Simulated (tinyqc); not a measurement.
Schottky barrier with interface states (Cowley-Sze model), image lowering and contact resistance. Changing the temperature T. Computed by tinyqc, a small Python program. Command: `OMP_NUM_THREADS=1 python tinyqc.py 3028562 3028563 out.jsonl pinning sweep`. One thread of a shared host (Intel(R) Xeon(R) Processor @ 2.30GHz), about 0.04 s of CPU time with the checks.

An n-type semiconductor under a metal. The barrier lies between the Schottky-Mott limit phi_M - chi and the Bardeen limit E_g - E_n, E_n being the neutrality level of the interface states; the space-charge term of the full Cowley-Sze expression is left out.

Inputs (values chosen for the exercise, with gap, mass and screening modelled on CdTe):
```
quantity,value,unit
gap E_g,1.55,eV
electron affinity chi,4.28,eV
metal work function phi_M,5.65,eV
neutrality level E_n above the valence band,0.973,eV
optical dielectric constant eps_opt,6.98,-
dielectric constant eps_s,10.5,-
electron mass m_e,0.0943,m_0
valleys M_c,1,-
donor density N,4.5e+16,cm^-3
reverse bias V_r,0.75,V
```

Pinning factor from: Moench relation.

Constants: k_B = 8.617333262e-05 eV/K; m_0 = 9.1093837015e-31 kg; k_B = 1.380649e-23 J/K; h = 6.62607015e-34 J s; eps_0 = 8.8541878128e-12 F/m; e = 1.602176634e-19 C; hbar = 1.054571817e-34 J s.

Method:
- S = 1/(1 + 0.1 (eps_opt - 1)^2), an empirical relation for metal-induced gap states.
- phi_B = S (phi_M - chi) + (1 - S)(E_g - E_n); the hole barrier is E_g - phi_B.
- N_c = 2 M_c (2 pi m_e k_B T/h^2)^(3/2); xi = E_c - E_F solves N = N_c F_1/2(-xi/k_B T) (bisection; full ionisation).
- F_1/2(eta) = (2/sqrt(pi)) int_0^infinity sqrt(x)/(1 + exp(x - eta)) dx, by the trapezoid rule in t = sqrt(x) with step 0.02 up to t = 12 (for eta < -12 by exp(eta) - exp(2 eta)/2^(3/2)).
- V_bi = phi_B - xi; W = sqrt(2 eps_s eps_0 (V_bi + V_r - k_B T/e)/(e N)); field at the metal E_m = e N W/(eps_s eps_0); image lowering sqrt(e E_m/(4 pi eps_s eps_0)).
- A* = 4 pi e m_e M_c k_B^2/h^3 (a simple valley count); J_s = A* T^2 exp(-phi/k_B T).
- J_0 uses phi_B; the reverse current uses phi_B less the image lowering, times 1 - exp(-V_r/k_B T).
- E_00 = (e hbar/2) sqrt(N/(m_e eps_s eps_0)), E_0 = E_00 coth(E_00/k_B T); scaling form of the contact resistivity rho_c = (k_B/(e A* T)) exp(phi_B/E_0), which is the thermionic result when E_00 << k_B T and keeps only the leading exponential of tunnelling when E_00 >> k_B T; image lowering is left out of it.

One run for each value:
```
temperature T (K),J_0 (A/cm^2),contact resistivity rho_c (ohm cm^2),E_00/k_B T
200,5.621e-14,1.449e+11,0.2297
300,2.536e-07,8.142e+04,0.1531
350,2.181e-05,1.200e+03,0.1312
400,6.385e-04,4.909e+01,0.1148
450,9.074e-03,3.997e+00,0.1021
500,7.756e-02,5.291e-01,0.0919
```

Give the missing row, temperature T (K) = 250.

Computed row:
```
temperature T (K)  J_0 (A/cm^2)  contact resistivity rho_c (ohm cm^2)  E_00/k_B T
250                   5.308e-10                             2.757e+07      0.1837
```

Interpolating between the two neighbouring rows (linearly) misses most in contact resistivity rho_c (ohm cm^2), by a factor of 2600. Over the rows, J_0 (A/cm^2) rises from 5.62e-14 to 0.0776 (exponent d ln y / d ln x 41 between the first rows and 20 between the last); contact resistivity rho_c (ohm cm^2) falls from 1.45e11 to 0.529 (exponent d ln y / d ln x -38 between the first rows and -19 between the last); E_00/k_B T falls from 0.230 to 0.0919 (exponent d ln y / d ln x about -1.00 throughout). A Richardson plot, ln(J_0/T^2) against 1/(k_B T), has slope -0.7503 eV, minus the barrier.
